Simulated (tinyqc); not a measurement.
CIS and TDHF on RHF in the sto-6g basis, for BeH2, spin multiplicity 1, step by step. One step of it, computed by the program tinyqc.

Task: CIS matrix, singlets. A(ia,jb) = (e_a - e_i) d_ij d_ab + 2 (ia|jb) - (ij|ab).

orbital energies (hartree): MO1 -4.592546, MO2 -0.448691, MO3 -0.409917, MO4 0.203198, MO5 0.209478, MO6 0.446562, MO7 0.853721

Two-electron integrals over orbitals (pq|rs), unique and non-zero (hartree):
```
(11|11) 2.280588    (21|11) -0.194480   (21|21) 0.026007    (22|11) 0.480152
(22|21) -0.006144   (22|22) 0.393204    (31|31) 0.005780    (32|31) 0.013013
(32|32) 0.163603    (33|11) 0.447941    (33|21) -0.002279   (33|22) 0.405787
(33|33) 0.428477    (41|11) 0.045986    (41|21) -0.005638   (41|22) 0.003862
(41|33) 0.002145    (41|41) 0.016792    (42|11) -0.019374   (42|21) 0.001896
(42|22) 0.011376    (42|33) 0.011278    (42|41) 0.014000    (42|42) 0.048132
(43|31) -0.000165   (43|32) 0.012918    (43|43) 0.015652    (44|11) 0.567391
(44|21) -0.007631   (44|22) 0.361589    (44|33) 0.350093    (44|41) -0.005594
(44|42) -0.026745   (44|44) 0.454515    (51|51) 0.016042    (52|51) 0.014915
(52|52) 0.048140    (53|53) 0.014015    (54|51) -0.003692   (54|52) -0.009649
(54|54) 0.025940    (55|11) 0.570053    (55|21) -0.007293   (55|22) 0.364280
(55|33) 0.350958    (55|41) 0.001404    (55|42) -0.008729   (55|44) 0.400668
(55|55) 0.450117    (61|11) -0.190735   (61|21) 0.026387    (61|22) -0.006087
(61|33) -0.003156   (61|41) -0.002769   (61|42) 0.004228    (61|44) -0.006483
(61|55) -0.004768   (61|61) 0.027552    (62|11) 0.123819    (62|21) -0.006655
(62|22) -0.020235   (62|33) -0.043615   (62|41) 0.004110    (62|42) -0.003566
(62|44) 0.051150    (62|55) 0.056774    (62|61) -0.004353   (62|62) 0.079447
(63|31) -0.001716   (63|32) -0.092429   (63|43) -0.010576   (63|63) 0.081902
(64|11) 0.016425    (64|21) 0.000655    (64|22) 0.003705    (64|33) -0.002853
(64|41) 0.014306    (64|42) 0.039569    (64|44) -0.005207   (64|55) 0.006213
(64|61) 0.003681    (64|62) 0.021023    (64|64) 0.044384    (65|51) 0.016037
(65|52) 0.046274    (65|54) -0.006658   (65|65) 0.049780    (66|11) 0.487170
(66|21) -0.007004   (66|22) 0.395833    (66|33) 0.404363    (66|41) 0.009061
(66|42) 0.026382    (66|44) 0.358945    (66|55) 0.366989    (66|61) -0.005353
(66|62) -0.024431   (66|64) 0.016560    (66|66) 0.418489    (71|31) 0.010853
(71|32) 0.019389    (71|43) -0.000768   (71|63) -0.001148   (71|71) 0.020718
(72|31) 0.003796    (72|32) -0.044237   (72|43) -0.012188   (72|63) 0.060919
(72|71) 0.007492    (72|72) 0.057500    (73|11) 0.142739    (73|21) -0.004562
(73|22) -0.005718   (73|33) -0.020467   (73|41) -0.000501   (73|42) -0.017448
(73|44) 0.062179    (73|55) 0.062102    (73|61) -0.003614   (73|62) 0.073040
(73|64) 0.008244    (73|66) -0.023775   (73|73) 0.084410    (74|31) -0.002983
(74|32) -0.029309   (74|43) 0.011491    (74|63) 0.017003    (74|71) -0.004986
(74|72) 0.004489    (74|74) 0.022480    (75|53) 0.013576    (75|75) 0.016573
(76|31) 0.010441    (76|32) 0.138999    (76|43) 0.014275    (76|63) -0.090478
(76|71) 0.015847    (76|72) -0.053586   (76|74) -0.024695   (76|76) 0.133419
(77|11) 0.567325    (77|21) -0.008040   (77|22) 0.419958    (77|33) 0.438144
(77|41) 0.001100    (77|42) 0.002121    (77|44) 0.388909    (77|55) 0.386970
(77|61) -0.008225   (77|62) -0.030494   (77|64) -0.007128   (77|66) 0.428220
(77|73) -0.006308   (77|77) 0.477759
```

Give: CIS matrix A, singlet.

Result:

CIS matrix A, singlet (hartree):
```
        1>4    1>5     1>6     1>7     2>4    2>5     2>6     2>7
1>4   4.262  0.000  -0.022   0.000   0.036  0.000   0.008   0.000
1>5   0.000  4.264   0.000   0.000   0.000  0.037   0.000   0.000
1>6  -0.022  0.000   4.607   0.000   0.008  0.000  -0.002   0.000
1>7   0.000  0.000   0.000   4.920   0.000  0.000   0.000   0.023
2>4   0.036  0.000   0.008   0.000   0.387  0.000  -0.011   0.000
2>5   0.000  0.037   0.000   0.000   0.000  0.390   0.000   0.000
2>6   0.008  0.000  -0.002   0.000  -0.011  0.000   0.658   0.000
2>7   0.000  0.000   0.000   0.023   0.000  0.000   0.000   0.997
3>4   0.000  0.000   0.000   0.001   0.000  0.000   0.000   0.005
3>5   0.000  0.000   0.000   0.000   0.000  0.000   0.000   0.000
3>6   0.000  0.000   0.000  -0.013   0.000  0.000   0.000  -0.017
3>7   0.002  0.000  -0.018   0.000  -0.006  0.000   0.007   0.000

        3>4    3>5     3>6     3>7
1>4   0.000  0.000   0.000   0.002
1>5   0.000  0.000   0.000   0.000
1>6   0.000  0.000   0.000  -0.018
1>7   0.001  0.000  -0.013   0.000
2>4   0.000  0.000   0.000  -0.006
2>5   0.000  0.000   0.000   0.000
2>6   0.000  0.000   0.000   0.007
2>7   0.005  0.000  -0.017   0.000
3>4   0.294  0.000  -0.018   0.000
3>5   0.000  0.296   0.000   0.000
3>6  -0.018  0.000   0.616   0.000
3>7   0.000  0.000   0.000   0.994
```
